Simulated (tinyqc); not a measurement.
Pillar capacitor in an array: capacitance, non-linearity, leakage and relaxation: one step of the calculation.

A film between two metal electrodes, each interface adding a series capacitance ci. The small-signal permittivity is ek (1 + aq E^2); the field is found with the linear permittivity. Leakage J = J0 sinh(E/Ef). After a voltage step the film passes a relaxation current kr C V tt^(-nr), tt being the time in seconds. The sidewall is a coaxial capacitor with radii a = dm/2 and b = dm/2 + t, depth AR dm; the end face is left out.

Problem. Cell capacitance, fields and time constant. Per length 1/c = ln(b/a)/(2 pi eps0 ek) + (1/a + 1/b)/(2 pi ci); cell capacitance c AR dm; per footprint over pt^2; fields c V/(2 pi eps0 ek r) at r = a and b; resistance of the inner electrode rho AR dm/(pi a^2); time constant R C/3 of the distributed line.

Inputs (values chosen for the exercise); permittivity of the order of that of silicon nitride:
```
symbol,value,unit,meaning
ek,6.57,,relative permittivity of the film
t,12,nm,film thickness
ci,220,uF/cm^2,capacitance of each electrode interface (dead layer and screening)
V,0.6,V,bias
dm,130,nm,diameter of the pillar
AR,50,,"aspect ratio, depth over diameter"
pt,230,nm,pitch of the square array
rho,190,uohm cm,resistivity of the inner electrode
```

Constants: eps0 = 8.8541878128e-14 F/cm where lengths are in cm. Results are converted to the units shown.

Give: a; b; cell capacitance; capacitance per footprint; field at a; field at b; R; R C/3.

Solution.

a = 65.000 nm
b = 77.000 nm
cell capacitance = 13.961 fF
capacitance per footprint = 26.392 uF/cm^2
field at a = 0.54245 MV/cm
field at b = 0.45791 MV/cm
R = 0.93044 kohm
R C/3 = 4.3301 ps

The array gives 54.7 times the planar capacitance per footprint; curvature makes the field at the inner electrode 1.09 times the planar value.

Computed by the program tinyqc: `OMP_NUM_THREADS=1 python tinyqc.py 2102067 2102068 out.jsonl`, one thread of a shared Intel Xeon 2.30GHz, about 0.01 s for the whole run.
